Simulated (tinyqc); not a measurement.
Strain dependence: valley-orbit splitting of a donor ground state, with strain. Computed by tinyqc, a small Python program. Command: `OMP_NUM_THREADS=1 python tinyqc.py 3021246 3021247 out.jsonl valleyorbit walk`. One thread of a shared host (Intel(R) Xeon(R) Processor @ 2.30GHz), about 0.01 s of CPU time with the checks.

The basis is the 1s envelope in each valley; energies are counted from the unstrained conduction-band edge. The strain is e_s (a a^T - 1/3) for the unit stress axis a, so valley j along n_j moves by Xi_u e_s w_j with w_j = (n_j.a)^2 - 1/3: +1/3 for [111] and [-1-11], -1/3 for the others.

Inputs (values chosen for the exercise, for a model many-valley semiconductor):
```
quantity                           value  unit
single-valley binding energy E_0      12   meV
central-cell shift Lambda           0.91   meV
coupling Delta_1                     1.1   meV
shear deformation potential Xi_u    17.1    eV
shear strain e_s                  0.0017     -
```

Valleys: four along <111>. Stress axis: [110].

Method:
- By symmetry: E(A1) = E_0 + Lambda + 3 Delta_1 (one state), E(T2) = E_0 + Lambda - Delta_1 (three), as binding energies.
- H_jj = -(E_0 + Lambda) + Xi_u e_s w_j; H_jk = -Delta_1 between any two valleys.
- The contact hyperfine ratio is A/A_0 = (sum_j c_j)^2/(number of valleys), c_j the valley amplitudes of the ground state; binding from the lowest valley edge.

E(A1) = 16.21 meV

Against strain:
```
e_s       Xi_u e_s (w_max - w_min) (meV)  binding (meV)  gap to next level (meV)    A/A_0
-0.01400                        -159.600         14.040                   2.2303  0.51378
-0.00510                         -58.140         14.093                   2.2831  0.53773
-0.00170                         -19.380         14.257                   2.4466  0.61070
-0.00051                          -5.814         14.749                   2.9386  0.80173
0.00051                            5.814         14.749                   2.9386  0.80173
0.00170                           19.380         14.257                   2.4466  0.61070
0.00510                           58.140         14.093                   2.2831  0.53773
0.01400                          159.600         14.040                   2.2303  0.51378
```

What follows from these numbers?

A/A_0 falls for either sign of strain, to 0.514 and 0.514 at the ends; its limits are the shares of the valleys that end up lowest, 2/4 under compression and 2/4 under tension. Near zero strain A/A_0 changes in second order, the binding in first. The binding energy drops from 16.21 meV to 14.04 and 14.04 meV, since fewer valleys share the valley-orbit gain.

Extremes, crossings and ranges named in words are read from the listed rows.
